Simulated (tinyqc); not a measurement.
Hueckel theory of the pi electrons with the omega technique, for the molecule OC1=CC=CC=CC=N1 (SMILES; centres numbered as the heavy atoms are written), step by step. One step of it, computed by the program tinyqc.

Problem. Omega technique, round 1. h_r = h_r(0) + omega q_r, omega = 1.4, with q_r = z_r - P_rr; 0.3 of the old diagonal is kept.

Hueckel matrix in units of beta (H = alpha + beta A), lower triangle:
```
,1O,2C,3C,4C,5C,6C,7C,8C,9N
1O,2.000000
2C,0.800000,0.000000
3C,0.000000,1.000000,0.000000
4C,0.000000,0.000000,1.000000,0.000000
5C,0.000000,0.000000,0.000000,1.000000,0.000000
6C,0.000000,0.000000,0.000000,0.000000,1.000000,0.000000
7C,0.000000,0.000000,0.000000,0.000000,0.000000,1.000000,0.000000
8C,0.000000,0.000000,0.000000,0.000000,0.000000,0.000000,1.000000,0.000000
9N,0.000000,1.000000,0.000000,0.000000,0.000000,0.000000,0.000000,1.000000,0.500000
```

charge and bond-order matrix P, lower triangle:
```
,1O,2C,3C,4C,5C,6C,7C,8C,9N
1O,1.887507
2C,0.371935,0.676842
3C,-0.107897,0.559462,1.245051
4C,-0.140160,0.248000,0.657560,0.776388
5C,0.025978,-0.098219,-0.220663,0.574933,1.210177
6C,0.113540,-0.217466,-0.180846,0.213126,0.657979,0.784471
7C,0.027129,-0.077826,0.216322,-0.097800,-0.212580,0.568570,1.224269
8C,-0.121543,0.191813,0.005219,-0.209383,-0.187209,0.227218,0.669748,0.733373
9N,-0.116765,0.531924,-0.233892,-0.084189,0.230415,-0.086031,-0.263679,0.546113,1.461921
```

Centres:
```
centre,"z_r, pi electrons of the neutral centre",h
1O,2,2.000000
2C,1,0.000000
3C,1,0.000000
4C,1,0.000000
5C,1,0.000000
6C,1,0.000000
7C,1,0.000000
8C,1,0.000000
9N,1,0.500000
```

Give: matrix after round 1.

Solution.

matrix after round 1, lower triangle:
```
,1O,2C,3C,4C,5C,6C,7C,8C,9N
1O,2.1102
2C,0.8000,0.3167
3C,0.0000,1.0000,-0.2402
4C,0.0000,0.0000,1.0000,0.2191
5C,0.0000,0.0000,0.0000,1.0000,-0.2060
6C,0.0000,0.0000,0.0000,0.0000,1.0000,0.2112
7C,0.0000,0.0000,0.0000,0.0000,0.0000,1.0000,-0.2198
8C,0.0000,0.0000,0.0000,0.0000,0.0000,0.0000,1.0000,0.2613
9N,0.0000,1.0000,0.0000,0.0000,0.0000,0.0000,0.0000,1.0000,0.0473
```
